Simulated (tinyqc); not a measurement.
Ferroelectric with a first-order transition, Landau-Devonshire energy: one step of the calculation.

One domain with free energy u = al P^2 + be P^4 + ga P^6 - E P, al = a0 (T - T0), be < 0 < ga (P in uC/cm^2, E in kV/cm, u in mJ/cm^3). Equilibrium: E = 2 al P + 4 be P^3 + 6 ga P^5; a state is stable against small changes where dE/dP > 0. The coercive field is that of uniform switching, which real films, switching by domains, do not reach.

Question. Polarisation on the upper branch by Newton steps. f = 2 al P + 4 be P^3 + 6 ga P^5 - Ea, f' = 2 al + 12 be P^2 + 30 ga P^4, P(new) = P - f/f'.

Inputs (values chosen for the exercise):
- be = -0.0023 kV cm^5/uC^3 (quartic coefficient)
- ga = 2.2e-6 kV cm^9/uC^5 (sixth-order coefficient)
- Ea = -72 kV/cm (applied field)

P at the start = 30.3 uC/cm^2
al = -1.36 kV cm/uC

Give: f; f'; P after iteration 1.

Answer.

f = 70.779 kV/cm
f' = 27.571 kV cm/uC
P after iteration 1 = 27.733 uC/cm^2

Numbers from tinyqc (`OMP_NUM_THREADS=1 python tinyqc.py 2860120 2860121 out.jsonl`; about 0.01 s on one thread of a shared Intel Xeon 2.30GHz).
